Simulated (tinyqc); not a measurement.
Thermionic-field emission through a Schottky barrier, WKB: one step of the calculation.

Metal on an n-type semiconductor with one parabolic valley; V > 0 is forward bias (metal positive). Energies E are counted from the conduction edge of the neutral semiconductor, whose Fermi level lies at -xi; that of the metal lies at -xi - V. The barrier is a parabola of height Vd = phi - xi - V (depletion approximation, no image force).

Task. Fermi level, barrier and E00. Nc = 2 (2 pi me m0 kB T/h^2)^1.5 (times 1e-6 for cm^-3); Nd = Nc F12(-xi/Vt), F12(x) = (2/sqrt(pi)) int_0^infinity sqrt(u)/(1 + exp(u - x)) du; E00 = (hbar/2) sqrt(Nd/(me m0 eps0 eps_r)) in SI units (volts). W = sqrt(2 eps0 eps_r Vd/(q Nd)).

Values chosen for this exercise; band and dielectric values close to those of gallium nitride:
```
symbol,value,unit,meaning
T,350,K,temperature
me,0.202,m0,electron mass
eps_r,9.65,,relative permittivity
phi,0.35,eV,barrier height seen from the metal
Nd,1.2e19,cm^-3,donor density
V,0.12,V,bias
```

Constants: q = 1.602176634e-19 C, kB = 1.380649e-23 J/K, hbar = 1.054571817e-34 J s, h = 6.62607015e-34 J s, m0 = 9.1093837015e-31 kg, Vt = kB T/q, eps0 = 8.8541878128e-14 F/cm where lengths are in cm. Results are converted to the units shown.

Wanted: Nc; xi; Vd; W; E00; E00/Vt.

Result.

Nc = 2.871e18 cm^-3
xi = -0.08539 eV
Vd = 0.3154 V
W = 5.295 nm
E00 = 46.07 meV
E00/Vt = 1.527

By a common rule of thumb, E00/Vt below 0.5 marks thermionic emission, 0.5 to 5 thermionic-field emission and above 5 field emission. By that rule alone: thermionic-field emission; with a high barrier, tunnelling near its top can carry most of the current even below 0.5.

Range of the model: The depletion approximation, a parabolic band and the neglect of image-force lowering make these currents estimates at high doping.

Computed by the program tinyqc: `OMP_NUM_THREADS=1 python tinyqc.py 2640016 2640017 out.jsonl`, one thread of a shared Intel Xeon 2.30GHz, about 0.04 s for the whole run.
